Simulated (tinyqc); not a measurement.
Film and buried-oxide thickness from two coupling ratios.

Inverse problem. In a depleted film -dVT/dVb is k1 = Cs Cbox/(Cox (Cs + Cbox)) for a front channel and k2 = Cbox (Cox + Cs)/(Cox Cs) for a back channel, with Cox = eps0 eox/tox, Cs = eps0 eps_r/ts, Cbox = 3.9 eps0/tb. Find ts and tb.

Parameters, values chosen for the exercise; band and dielectric values close to those of silicon:
```
symbol  value  unit                                                                 meaning
eps_r    11.5                                                         relative permittivity
eox      24.5        relative permittivity of the gate insulator (close to zirconium oxide)
tox         9    nm                                                     insulator thickness
```

coupling ratios for a front and a back channel: [0.040770874, 0.35451050]

Answer. With y = Cox/Cs and z = Cox/Cbox, 1/k1 = y + z and k2 = (1 + y)/z, so y = (k2/k1 - 1)/(1 + k2); the thicknesses follow from y and z.

ts = 24.0 nm
tb = 27.0 nm

Program tinyqc, `OMP_NUM_THREADS=1 python tinyqc.py 2190154 2190155 out.jsonl`; Intel Xeon 2.30GHz, shared host, one thread, about 0.4 s.
